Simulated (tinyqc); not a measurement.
Molecular dynamics of a small cluster by velocity Verlet steps: one step, computed by the program tinyqc. Command: `OMP_NUM_THREADS=1 python tinyqc.py 3027064 3027065 out.jsonl verlet walk`. One thread of a shared host (Intel(R) Xeon(R) Processor @ 2.30GHz), about 0.2 s of CPU time with the checks.

E = sum_i {sum_j A exp(-p (r_ij/r0 - 1)) - xi sqrt(rho_i)}, rho_i = sum_j exp(-2 q (r_ij/r0 - 1)); the force on i is -sum_j w_ij (R_i - R_j)/r_ij with w_ij = -(2p/r0) A exp(-p (r_ij/r0 - 1)) + (xi q/r0) exp(-2 q (r_ij/r0 - 1)) (rho_i^(-1/2) + rho_j^(-1/2)).

Problem. Step 1. Velocity Verlet: a = c F/M with c = 9.648533212e-3 angstrom/fs^2 per eV/(angstrom u); R(new) = R + v dt + a dt^2/2; v(new) = v + (a + a(new)) dt/2. Kinetic energy K = M v^2/(2c); temperature T = 2K/((3N - 3) k_B), rotation of the cluster included. After each step v is scaled by sqrt(1 + (dt/tau)(T0/T - 1)).

Inputs (values chosen for the exercise, for model atoms):
```
quantity               value      unit
length r0               2.66  angstrom
repulsion A             0.12        eV
hopping xi              1.54        eV
decay p                 9.83         -
decay q                 2.66         -
atomic mass M           91.1         u
time step dt             2.5        fs
target temperature T0    200         K
coupling time tau        200        fs
```

Potential: Gupta. Thermostat: Berendsen.

starting positions (angstrom):
```
            x      y      z
atom 1  -0.01  -0.03   0.01
atom 2   2.45   0.03      0
atom 3   1.22   2.14   0.03
atom 4    1.2   0.71   2.04
atom 5   1.22   0.75  -2.07
```

starting velocities (angstrom/fs):
```
               x         y         z
atom 1  -0.00105   0.00024     9e-05
atom 2    -5e-05   0.00217    -7e-05
atom 3  -0.00056  -0.00145   0.00139
atom 4   0.00099  -0.00142  -0.00023
atom 5   0.00067   0.00047  -0.00119
```

Constants: 1 eV/(angstrom u) = 9.648533212e-03 angstrom/fs^2; k_B = 8.617333262e-05 eV/K.

Give: positions after step 1; new forces; velocities after step 1; total energy.

Solution.

positions after step 1 (angstrom):
```
             x       y       z
atom 1  -0.012  -0.029   0.010
atom 2   2.450   0.035   0.000
atom 3   1.219   2.136   0.033
atom 4   1.202   0.706   2.039
atom 5   1.222   0.751  -2.073
```

new forces (eV/angstrom):
```
             x       y       z
atom 1   0.487   0.345  -0.146
atom 2  -0.365   0.144  -0.097
atom 3  -0.093  -0.438  -0.156
atom 4   0.003  -0.024  -0.655
atom 5  -0.032  -0.028   1.054
```

velocities after step 1 (angstrom/fs):
```
                x          y          z
atom 1  -0.000924   0.000333   0.000052
atom 2  -0.000149   0.002218  -0.000094
atom 3  -0.000585  -0.001576   0.001355
atom 4   0.000995  -0.001430  -0.000408
atom 5   0.000664   0.000464  -0.000915
```

total energy = -13.18 eV
